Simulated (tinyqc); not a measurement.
Inside a calculation. Model: Hall factor, magnetoresistance and optical conductivity for a power-law relaxation time. Computed by tinyqc, a small Python program that keeps every step. Command: `OMP_NUM_THREADS=1 python tinyqc.py 3016310 3016311 out.jsonl magneto walk`. One thread of a shared host (Intel(R) Xeon(R) Processor @ 2.30GHz), about 0.01 s of CPU time with the checks. Intermediate numbers are printed to about 6 digits and carried at full precision; extremes and crossings named in words are read from the listed rows.

One spherical parabolic band, tau(E) = tau_0 x^s with x = E/(k_B T). Landau quantisation is left out.

Inputs (values chosen for the exercise, with a mass close to that of electrons in InAs):

| quantity | value | unit |
|---|---|---|
| effective mass m | 0.024 | m_0 |
| exponent s | -0.5 | - |
| tau_0 | 780 | fs |
| reduced Fermi level eta | -5 | - |
| temperature T | 77 | K |
| magnetic field B | 1.1 | T |
| frequency f | 1 | THz |
| background permittivity eps_inf | 7.29 | - |

Constants: m_0 = 9.1093837015e-31 kg; k_B = 1.380649e-23 J/K; hbar = 1.054571817e-34 J s; e = 1.602176634e-19 C; eps_0 = 8.8541878128e-12 F/m; c = 299792458 m/s.

## Density and moments of tau

<y> = int y x^(3/2) f (1 - f) dx / int x^(3/2) f (1 - f) dx, f = 1/(1 + exp(x - eta)). Integrals over x = E/(k_B T) use 160 Gauss-Legendre points in u = sqrt(x) from 0 to sqrt(max(eta, 0) + 45). n = (2 m k_B T)^(3/2)/(3 pi^2 hbar^3) int x^(3/2) f (1 - f) dx; moments in units of tau_0.

density n = 8.15528e+13 1/cm^3

<tau>/tau_0 = 0.751514

<tau^2>/tau_0^2 = 0.665086

<tau^3>/tau_0^3 = 0.748996

<1/tau> tau_0 = 1.50555

## Limits

mu = e <tau>/m; weak field r_H = <tau^2>/<tau>^2 and MR = c (mu B)^2, c = <tau^3>/<tau>^3 - r_H^2; strong field r_H = 1 and MR = <tau> <1/tau> - 1.

drift mobility mu = 42957.8 cm^2/(V s)

weak-field Hall factor = 1.17762

coefficient c = 0.377908

saturation MR = 13.1443 %

For a classical gas r_H = Gamma(5/2) Gamma(5/2 + 2s)/Gamma(5/2 + s)^2 = 1.1781.

## At the given field

With w_c = e B/m: sigma_xx = (n e^2/m) <tau/(1 + w_c^2 tau^2)>, sigma_xy = (n e^2/m) <w_c tau^2/(1 + w_c^2 tau^2)>; r_H = (n e/B) sigma_xy/(sigma_xx^2 + sigma_xy^2); MR = sigma_0 sigma_xx/(sigma_xx^2 + sigma_xy^2) - 1, sigma_0 = n e^2 <tau>/m.

mu B = 4.72535

sigma_xx = 0.0264762 S/cm

|sigma_xy| = 0.111863 S/cm

Hall factor r_H = 1.00554

magnetoresistance MR = 12.4611 %

## Field dependence

The formulas are those given above.

Against the field:

| B (T) | mu B | r_H | MR (%) |
|---|---|---|---|
| 0.007 | 3.00704e-02 | 1.17637 | 3.32373e-02 |
| 0.023 | 9.88028e-02 | 1.16778 | 3.16717e-01 |
| 0.07 | 3.00704e-01 | 1.13241 | 1.93311e+00 |
| 0.14 | 6.01409e-01 | 1.09086 | 4.52231e+00 |
| 0.23 | 9.88028e-01 | 1.05875 | 7.04005e+00 |
| 0.47 | 2.01901e+00 | 1.02362 | 1.04097e+01 |
| 0.93 | 3.99507e+00 | 1.00754 | 1.22214e+01 |
| 2.3 | 9.88028e+00 | 1.00134 | 1.29760e+01 |
| 9.3 | 3.99507e+01 | 1.00008 | 1.31338e+01 |

r_H falls from 1.176 to 1.000, so a strong-field measurement gives n directly; half of the fall is done between 0.601 and 0.988 in mu B. MR starts as B^1.90 and reaches 100 % of its saturation value in the last row. It arises only because carriers of different energy have different Hall angles, which one Hall field cannot cancel. Above 1.4 T hbar w_c exceeds k_B T and mu B exceeds 1, and Landau quantisation replaces this picture.

## Response at frequency f

sigma(w) = (n e^2/m) <tau/(1 - i w tau)>, w = 2 pi f; eps = eps_inf + i sigma/(eps_0 w); N = sqrt(eps); absorption coefficient 2 w Im N/c; reflectivity |(N - 1)/(N + 1)|^2; plasma frequency sqrt(n e^2/(eps_inf eps_0 m))/(2 pi).

sigma(w) = 0.041776+0.138477i S/cm

permittivity = 7.04109+0.07509i

refractive index = 2.65354+0.01415i

absorption coefficient = 5.93102 1/cm

reflectivity = 0.204846

plasma frequency = 0.193848 THz

w <tau> = 3.68 and f/f_p = 5.16. At high frequency Re sigma is set by <1/tau>, not <tau>, so a Drude formula with the single time <tau> understates it by a factor that tends to 1.13.

Checks made by the program: moments against Gamma(5/2 + k s)/Gamma(5/2) (relative difference 1e-03).
